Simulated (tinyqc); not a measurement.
## Haynes-Shockley experiment: what a collector records, against the distance from injector to collector

A sheet injected at x = 0, t = 0 gives at x = L the signal n(t) = N0 exp(-t/tau - (L - v t)^2/(4 D t))/sqrt(4 pi D t), D = mu Vt, v = mu F. Its peak lies at tp = [-D + sqrt(D^2 + u^2 L^2)]/u^2, u^2 = v^2 + 4 D/tau; dt is the full width at half height. Simple readings: mobility L/(F tp), diffusion coefficient (L dt/tp)^2/(16 ln 2 tp). Area v times the integral of n over N0: (v/u) exp(L (v - u)/(2 D)).

Inputs (values chosen for the exercise): temperature T = 250 K; minority-carrier mobility mu = 1370 cm^2/(V s); sweep field along the drift F = 43 V/cm; lifetime tau = 6e-7 s.

Constants: q = 1.602176634e-19 C, kB = 1.380649e-23 J/K, Vt = kB T/q. Results are converted to the units shown.

Haynes-Shockley experiment: what a collector records, against the distance from injector to collector:
```
L (um)  L/v (us)  tp (us)  dt (us)  apparent mobility (cm^2/(V s))  apparent D (cm^2/s)      area  exp(-L/(v tau))
72        0.1222   0.1111  0.09860                            1507                33.12    0.7958           0.8157
120       0.2037   0.1903   0.1295                            1467                31.62    0.6960           0.7121
200       0.3395   0.3223   0.1690                            1443                30.76    0.5568           0.5679
320       0.5432   0.5204   0.2150                            1430                30.29    0.3983           0.4044
530       0.8997   0.8672   0.2778                            1421                29.98    0.2217           0.2233
860        1.460    1.412   0.3547                            1416                29.80   0.08829          0.08777
1400       2.377    2.304   0.4532                            1413                29.69   0.01957          0.01905
2300       3.904    3.790   0.5814                            1411                29.62  0.001588         0.001493
```

True values: mu = 1370 cm^2/(V s), D = 29.5 cm^2/s. The apparent mobility is 10 % above the true one in the first row and 3.0 % above it in the last, and the apparent D 12 % above and 0.36 % above D. The peak always comes before L/v, since spreading and decay both weigh down the later part of the signal; the shift is 9.1 % and 2.9 % in these rows.

tinyqc, about 0.01 s, one thread, Intel Xeon 2.30GHz (shared host): `OMP_NUM_THREADS=1 python tinyqc.py 2310038 2310039 out.jsonl`
